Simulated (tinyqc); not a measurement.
Worked calculation: tight binding, dimerised chain. Computed by tinyqc, a small Python program that keeps every step. Settings: t1 = 2.01, t2 = 0.62, delta = 0, points = 12, cells = 3. Command: `OMP_NUM_THREADS=1 python tinyqc.py 22103 22104 out.jsonl` (the two numbers bound the seeds that draw the settings). One thread of a shared host (Intel(R) Xeon(R) Processor @ 2.60GHz), about 0.01 s of CPU time with the checks.

## Bloch Hamiltonian at k

Parameters chosen for this model:

| parameter | value | unit |
|---|---|---|
| t1 | 2.010000 | eV, inside the cell |
| t2 | 0.620000 | eV, between cells |
| delta | 0 | eV, +/- on the two sites |

k point k (2 pi / a): 0.1300

H_AA = +delta, H_BB = -delta, H_AB = -t1 - t2 exp(-i k a).

H(k) at k (eV):
```
                 A                B
A           0.0000  -2.4344+0.4520i
B  -2.4344-0.4520i           0.0000
```

## Levels at k

Diagonalise the Hermitian matrix.

eigenvalues (eV): -2.4760  2.4760

weights |c|^2 of the basis functions:
```
   band 1  band 2
A  0.5000  0.5000
B  0.5000  0.5000
```

## Bloch Hamiltonian at X

k point X (2 pi / a): 0.5000

As before.

H(k) at X (eV):
```
         A        B
A   0.0000  -1.3900
B  -1.3900   0.0000
```

## Levels at X

As before.

eigenvalues (eV): -1.3900  1.3900

weights |c|^2 of the basis functions:
```
   band 1  band 2
A  0.5000  0.5000
B  0.5000  0.5000
```

## Bands along a path

The same steps at evenly spaced points between the labelled ones.

Bands along the path (eV):

| k | band 1 | band 2 |
|---|---|---|
| G | -2.6300 | 2.6300 |
| G-X 0.33 | -2.3813 | 2.3813 |
| G-X 0.67 | -1.7828 | 1.7828 |
| X | -1.3900 | 1.3900 |

With 1 band(s) filled, the highest filled level on these points lies at X and the lowest empty one at X: a gap of 2.7800 eV, direct.

## Berry (Zak) phase of the lower band

On 12 points k_j = j/N: phase = -Im ln of the product of <u_j|u_(j+1)>, closed with u_N = u_0 (the cell-periodic part is taken without the site positions). Single arguments depend on the phases chosen for the u_j; only their sum modulo 2 pi does not.

Overlaps:

| j | \|<u_j\|u_j+1>\| | argument (rad) |
|---|---|---|
| 0 | 0.9982 | -0.0606 |
| 1 | 0.9986 | -0.0532 |
| 2 | 0.9994 | 0.2633 |
| 3 | 1.0000 | 0.0034 |
| 4 | 0.9988 | -0.0493 |
| 5 | 0.9946 | -0.1037 |
| 6 | 0.9946 | -0.1037 |
| 7 | 0.9988 | -0.0493 |
| 8 | 1.0000 | 0.0034 |
| 9 | 0.9994 | 0.2633 |
| 10 | 0.9986 | -0.0532 |
| 11 | 0.9982 | -0.0606 |

phase / pi, folded into (-1, 1] = 0.0000

## Open chain of 3 cells

H of the open chain (eV):
```
         1        2        3        4        5        6
1   0.0000  -2.0100   0.0000   0.0000   0.0000   0.0000
2  -2.0100   0.0000  -0.6200   0.0000   0.0000   0.0000
3   0.0000  -0.6200   0.0000  -2.0100   0.0000   0.0000
4   0.0000   0.0000  -2.0100   0.0000  -0.6200   0.0000
5   0.0000   0.0000   0.0000  -0.6200   0.0000  -2.0100
6   0.0000   0.0000   0.0000   0.0000  -2.0100   0.0000
```

The same hoppings without the wrap-around bond.

levels (eV): -2.4704  -2.0578  -1.5974  1.5974  2.0578  2.4704

weights of the highest filled level on the sites: 0.1635  0.1033  0.2332  0.2332  0.1033  0.1635

The bulk gap runs from -1.3900 to 1.3900 eV; no level of this chain lies inside it.
